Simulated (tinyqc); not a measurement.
Debye-Callaway model of lattice thermal conductivity: one step, computed by the program tinyqc.

Three acoustic branches with one velocity v, cut at omega_D = k_B Theta/hbar; x = hbar omega/(k_B T). v and Theta are separate inputs: Theta cuts off the heat-carrying modes, so C need not reach 3 k_B/V. gamma is an effective value that sets the umklapp rate. Heat flows along the wire.

Problem. The integrand on a coarse grid. Rates: point defects A omega^4; umklapp B omega^2 T exp(-Theta/(b T)) with B = hbar gamma^2/(M v^2 Theta). Boundaries: v/Lambda_B with Lambda_B = D (1 + p)/(1 - p). x runs in ten equal steps to min(Theta/T, 12); g = x^4 e^x/(e^x - 1)^2; tau_C is the inverse of all rates summed; the last column is c tau_C g with c = (k_B/(2 pi^2 v)) (k_B T/hbar)^3.

Inputs (values chosen for the exercise, modelled on magnesium oxide): sound velocity v = 6730 m/s; Debye temperature Theta = 742 K; mean atomic mass M = 20.15 u; effective Grueneisen parameter gamma = 3.68; umklapp exponent divisor b = 3; wire diameter D = 0.63 micrometre; specularity p = 0.2; temperature T = 600 K.

Sample: wire. Point defects: isotopes. Normal processes: left out.

Rayleigh coefficient A = 1.316696e-45 s^3

Constants: k_B = 1.380649e-23 J/K; hbar = 1.054571817e-34 J s; u = 1.6605390666e-27 kg.

Give: Integrand.

Solution.

Integrand:
```
x          g  tau_C (s)  c tau_C g (W/(m K))
0.124  0.015  1.826e-11                14.05
0.247  0.061  5.056e-12                15.50
0.371  0.136  2.290e-12                15.70
0.495  0.240  1.295e-12                15.65
0.618  0.370  8.300e-13                15.49
0.742  0.526  5.759e-13                15.26
0.866  0.704  4.222e-13                14.98
0.989  0.903  3.223e-13                14.66
1.113  1.118  2.537e-13                14.30
1.237  1.348  2.047e-13                13.90
```

Among these rows the integrand is largest at x = 0.37.
